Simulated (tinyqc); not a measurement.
Worked calculation: extended Hueckel theory, for H6+. The parameters take no account of the charge, which enters only through the electron count. One step of it, computed by the program tinyqc.

Task: Orbitals. Solve H C = S C e through S^(-1/2); fill by pairs from the bottom, a degenerate level sharing its electrons equally; each orbital has its largest coefficient positive (the first on a tie).

H (eV), order 1H 1s, 2H 1s, 3H 1s, 4H 1s, 5H 1s, 6H 1s:
```
[[-13.600000, -11.162290, -1.998077, -0.410643, -0.040022, -0.005545],
 [-11.162290, -13.600000, -7.813660, -1.998077, -0.240458, -0.040022],
 [-1.998077, -7.813660, -13.600000, -11.162290, -2.001501, -0.411423],
 [-0.410643, -1.998077, -11.162290, -13.600000, -7.824340, -2.001501],
 [-0.040022, -0.240458, -2.001501, -7.824340, -13.600000, -11.162290],
 [-0.005545, -0.040022, -0.411423, -2.001501, -11.162290, -13.600000]]
```

overlap S, order 1H 1s, 2H 1s, 3H 1s, 4H 1s, 5H 1s, 6H 1s:
```
[[1.000000, 0.547171, 0.097945, 0.020130, 0.001962, 0.000272],
 [0.547171, 1.000000, 0.383023, 0.097945, 0.011787, 0.001962],
 [0.097945, 0.383023, 1.000000, 0.547171, 0.098113, 0.020168],
 [0.020130, 0.097945, 0.547171, 1.000000, 0.383546, 0.098113],
 [0.001962, 0.011787, 0.098113, 0.383546, 1.000000, 0.547171],
 [0.000272, 0.001962, 0.020168, 0.098113, 0.547171, 1.000000]]
```

valence electrons = 5

Give: orbital energies; occupations; coefficients; sum of one-electron energies.

Result:

orbital energies (eV): [-16.9962, -16.1432, -14.5850, -8.4361, -3.0552, 4.3310]

occupations: [2.0000, 2.0000, 1.0000, 0.0000, 0.0000, 0.0000]

coefficients, order 1H 1s, 2H 1s, 3H 1s, 4H 1s, 5H 1s, 6H 1s:
```
[[0.1998, 0.3767, 0.4395, -0.6150, -0.7039, -0.4611],
 [0.2860, 0.3952, 0.2272, 0.4035, 0.8394, 0.7577],
 [0.3581, 0.1241, -0.4274, 0.5818, -0.2782, -1.0142],
 [0.3583, -0.1239, -0.4271, -0.5816, -0.2769, 1.0152],
 [0.2865, -0.3946, 0.2275, -0.4037, 0.8381, -0.7598],
 [0.2002, -0.3761, 0.4399, 0.6153, -0.7028, 0.4623]]
```

sum of one-electron energies = -80.8638 eV
